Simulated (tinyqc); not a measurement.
Plane-wave Kohn-Sham cycle with exchange-only LDA in a layered model solid, step by step. Computed by tinyqc, a small Python program that keeps every step. Settings: points = 16, plane-wave index or count = 2, electrons = 4, k points = 4, area = 19.0, mixing = 0.5, iteration cap = 56. Command: `OMP_NUM_THREADS=1 python tinyqc.py 21286 21287 out.jsonl` (the two numbers bound the seeds that draw the settings). One thread of a shared host (Intel(R) Xeon(R) Processor @ 2.60GHz), about 0.03 s of CPU time with the checks. Later iterations appear only in the table of the cycle.

## Iteration 1: potential

A solid whose potential varies along x alone (atomic units):
```
parameter                      value
period a                   12.900000
cross-section of the cell  19.000000
electrons per cell                 4
grid points                       16
plane waves -n..n, n               2
k points                           4
V1 in V1 cos(2 pi x/a)     -0.410000
V2 in V2 cos(4 pi x/a)     -0.140000
```

density at the start, on the grid x_j = j a/N (e/bohr^3): 0.01631987  0.01631987  0.01631987  0.01631987  0.01631987  0.01631987  0.01631987  0.01631987  0.01631987  0.01631987  0.01631987  0.01631987  0.01631987  0.01631987  0.01631987  0.01631987

V_H(G) = 4 pi rho(G)/G^2 for G != 0 (uniform background); v_x = -(3 rho/pi)^(1/3); V = V_ext + V_H + v_x; Fourier components f(G_m) = (1/N) sum_j f(x_j) exp(-i G_m x_j).

Potentials on the grid (hartree):
```
x              V_ext       V_H        v_x          V
0.000000   -0.550000  0.000000  -0.249783  -0.799783
0.806250   -0.477786  0.000000  -0.249783  -0.727568
1.612500   -0.289914  0.000000  -0.249783  -0.539697
2.418750   -0.057905  0.000000  -0.249783  -0.307688
3.225000    0.140000  0.000000  -0.249783  -0.109783
4.031250    0.255895  0.000000  -0.249783   0.006112
4.837500    0.289914  0.000000  -0.249783   0.040131
5.643750    0.279796  0.000000  -0.249783   0.030013
6.450000    0.270000  0.000000  -0.249783   0.020217
7.256250    0.279796  0.000000  -0.249783   0.030013
8.062500    0.289914  0.000000  -0.249783   0.040131
8.868750    0.255895  0.000000  -0.249783   0.006112
9.675000    0.140000  0.000000  -0.249783  -0.109783
10.481250  -0.057905  0.000000  -0.249783  -0.307688
11.287500  -0.289914  0.000000  -0.249783  -0.539697
12.093750  -0.477786  0.000000  -0.249783  -0.727568
```

V(G_m), m = 0, 1, 2, ... (hartree): -0.249783  -0.205000  -0.070000  0.000000  0.000000

## Iteration 1: Hamiltonian at one k

k = 0.125000 2 pi / a

H(m,m') = (k + G_m)^2/2 delta + V(G_m - G_m'), with V(-G) = V(G).

H (hartree), lower triangle:
```
           -2         -1         +0         +1        +2
-2   0.167233
-1  -0.205000  -0.158966
+0  -0.070000  -0.205000  -0.247929
+1   0.000000  -0.070000  -0.205000  -0.099657
+2   0.000000   0.000000  -0.070000  -0.205000  0.285851
```

## Iteration 1: levels at that k

Diagonalise the Hermitian matrix.

eigenvalues (hartree): -0.573021  -0.168092  0.043584  0.267104  0.376957

## Iteration 1: new density

Motion across x is left out: the lowest 2 band(s) hold two electrons at each of the k points (j + 1/2)/nk - 1/2. Residual R = rho(out) - rho(in); rho(new) = rho(in) + 0.5 R. rho(out) = 2/(a A nk) sum |psi|^2 with psi = sum c exp(i G x). Harris energy E = band energy - dV sum rho (V_H/2 + v_x) + (3/4) dV sum rho v_x with rho(in), dV = a A/N, band energy = (2/nk) sum of the filled levels.

rho(out) (e/bohr^3): 0.03291956  0.03428518  0.03393414  0.02614442  0.01379418  0.00451792  0.00096052  0.00033196  0.00026172  0.00033196  0.00096052  0.00451792  0.01379418  0.02614442  0.03393414  0.03428518

density after iteration 1 (e/bohr^3): 0.02461972  0.02530252  0.02512700  0.02123215  0.01505703  0.01041890  0.00864019  0.00832591  0.00829079  0.00832591  0.00864019  0.01041890  0.01505703  0.02123215  0.02512700  0.02530252

energy per cell = -1.22824313 hartree

## Iteration 2: potential

As before.

Potentials on the grid (hartree):
```
x              V_ext        V_H        v_x          V
0.000000   -0.550000   0.522107  -0.286474  -0.314367
0.806250   -0.477786   0.487645  -0.289098  -0.279239
1.612500   -0.289914   0.380364  -0.288428  -0.197978
2.418750   -0.057905   0.203859  -0.272681  -0.126728
3.225000    0.140000  -0.011124  -0.243166  -0.114291
4.031250    0.255895  -0.216951  -0.215079  -0.176135
4.837500    0.289914  -0.376631  -0.202068  -0.288786
5.643750    0.279796  -0.474552  -0.199588  -0.394344
6.450000    0.270000  -0.507323  -0.199307  -0.436630
7.256250    0.279796  -0.474552  -0.199588  -0.394344
8.062500    0.289914  -0.376631  -0.202068  -0.288786
8.868750    0.255895  -0.216951  -0.215079  -0.176135
9.675000    0.140000  -0.011124  -0.243166  -0.114291
10.481250  -0.057905   0.203859  -0.272681  -0.126728
11.287500  -0.289914   0.380364  -0.288428  -0.197978
12.093750  -0.477786   0.487645  -0.289098  -0.279239
```

V(G_m), m = 0, 1, 2, ... (hartree): -0.244125  0.031324  -0.065418  -0.000585  -0.000378

## Iteration 2: Hamiltonian at one k

k = 0.125000 2 pi / a

As before.

H (hartree), lower triangle:
```
           -2         -1         +0         +1        +2
-2   0.172891
-1   0.031324  -0.153308
+0  -0.065418   0.031324  -0.242271
+1  -0.000585  -0.065418   0.031324  -0.093999
+2  -0.000378  -0.000585  -0.065418   0.031324  0.291509
```

## Iteration 2: levels at that k

As before.

eigenvalues (hartree): -0.286298  -0.170841  -0.054741  0.184858  0.301844

## Iteration 2: new density

As before.

rho(out) (e/bohr^3): 0.02474308  0.02199357  0.01554236  0.00922686  0.00642395  0.00899950  0.01650561  0.02505956  0.02887204  0.02505956  0.01650561  0.00899950  0.00642395  0.00922686  0.01554236  0.02199357

density after iteration 2 (e/bohr^3): 0.02468140  0.02364805  0.02033468  0.01522950  0.01074049  0.00970920  0.01257290  0.01669273  0.01858142  0.01669273  0.01257290  0.00970920  0.01074049  0.01522950  0.02033468  0.02364805

energy per cell = -0.98687511 hartree

## Convergence

Stop when sqrt(dV sum R^2) is below 1e-8, dV = a A/N.

Course of the cycle:
```
iteration  E (hartree)  norm of the residual
1          -1.22824313              2.24e-01
2          -0.98687511              1.64e-01
3          -0.84912194              1.14e-01
4          -0.91141207              1.27e-01
5          -0.85608092              1.25e-01
6          -0.91797594              1.27e-01
7          -0.85814212              1.27e-01
8          -0.92009790              1.27e-01
9          -0.85843283              1.28e-01
10         -0.92043635              1.28e-01
11         -0.85845302              1.28e-01
...                ...                   ...
46         -0.92046585              1.28e-01
47         -0.85845132              1.28e-01
48         -0.92046585              1.28e-01
49         -0.85845132              1.28e-01
50         -0.92046585              1.28e-01
51         -0.85845132              1.28e-01
52         -0.92046585              1.28e-01
53         -0.85845132              1.28e-01
54         -0.92046585              1.28e-01
55         -0.85845132              1.28e-01
56         -0.92046585              1.28e-01
```

Not converged within 56 iterations: the residual has stopped falling: the iteration swings between two states. Reruns (cap 100 unless said): mixing 0.1: not converged; mixing 0.5, Kerker q0 1.0: converged in 54 (E = -0.80437); mixing 0.3, Pulay depth 5: converged in 11 (E = -0.80437); the original settings with a cap of 400: not converged.
